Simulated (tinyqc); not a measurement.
Worked calculation: heavy doping: gap narrowing, degeneracy and the minority density. Values are carried at full precision from step to step, so a last printed digit may differ when a step is redone from the rounded ones.

Empirical narrowing (Slotboom form, constants chosen for the exercise; published fits of this form give the apparent narrowing, here it is taken as the true one): dEg = E0 [ln(N/N0) + sqrt(ln(N/N0)^2 + C)].

Constants: kB = 8.617333262e-05 eV/K; e^2/(4 pi eps0) = 14.39964547 eV angstrom.

Values chosen for the exercise (gap and densities of states near those of Si at this temperature; narrowing constants near the fits for Si; not measured data): N = 1.2e+18 1/cm^3 (ionised donors, equal to the majority density); E0 = 7.78 meV (narrowing scale); N0 = 1.5e+17 1/cm^3 (onset density); C = 0.5 (smoothing constant); Nc = 2.81e+19 1/cm^3 (conduction-band density of states); Eg = 1.103 eV (gap); Nv = 1.17e+19 1/cm^3 (valence-band density of states); T = 300 K; eps = 11.6 (dielectric constant); Mv = 6 (majority valleys).

## Gap narrowing

Evaluate at N.

ln(N/N0) = 2.0794
dEg (empirical fit) = 33.27 meV

Well above N0 each decade of doping adds 2 E0 ln 10 = 35.8 meV.

## Degeneracy of the majority band

F_j(eta) = (1/Gamma(j + 1)) integral_0^infinity x^j dx/(1 + exp(x - eta)), which tends to exp(eta) for eta << 0.

Majority: N = Nc F_1/2(eta), eta the distance of EF beyond the majority band edge in kT. Degeneracy factor gam = F_1/2(eta)/exp(eta). ni0^2 = Nc Nv exp(-Eg/kT); product n p = ni0^2 gam exp(dEg/kT), dEg the true narrowing; apparent narrowing dEa = dEg + kT ln gam; minority density = n p/N.

Solve for eta and form gam.

N/Nc = 0.04270
eta = -3.1384
gam = 0.9850

## Product and minority density

Combine both effects.

ni0 = 9.85e+09 1/cm^3
exp(dEg/kT) = 3.62
dEa = 32.9 meV
sqrt(n p) = 1.86e+10 1/cm^3
minority density = 289 1/cm^3

Narrowing multiplies the product by 3.62 and degeneracy by 0.985; together they change the minority density by a factor 3.57 against ni0^2/N.

## Two estimates of the size

Two physical estimates, e2 = e^2/(4 pi eps0), N in 1/angstrom^3: exchange shift at the Fermi level, Ex = (e2/eps) kF/pi with kF = (3 pi^2 N/Mv)^(1/3); screened-pair energy (Lanyon-Tuft), Es = (3/4)(e2/eps) qs with qs^2 = (4 pi e2 N/(eps kT)) F_-1/2(eta)/F_1/2(eta).

Evaluate both at N.

kF = 0.01809 1/angstrom
Ex = 7.15 meV
Es = 24.87 meV

Against the fitted dEg = 33.3 meV, Ex is 0.21 and Es 0.75 times as large; each keeps one mechanism only, and Ex assumes a strongly degenerate gas, while here eta is only -3.14.

## Checks

- Minority density against the Boltzmann occupation of the other band at the narrowed gap (1/cm^3): both 288.7.

Program tinyqc; command `OMP_NUM_THREADS=1 python tinyqc.py 1681827 1681828 out.jsonl`; about 0.01 s on one thread of a shared Intel(R) Xeon(R) Processor @ 2.30GHz.
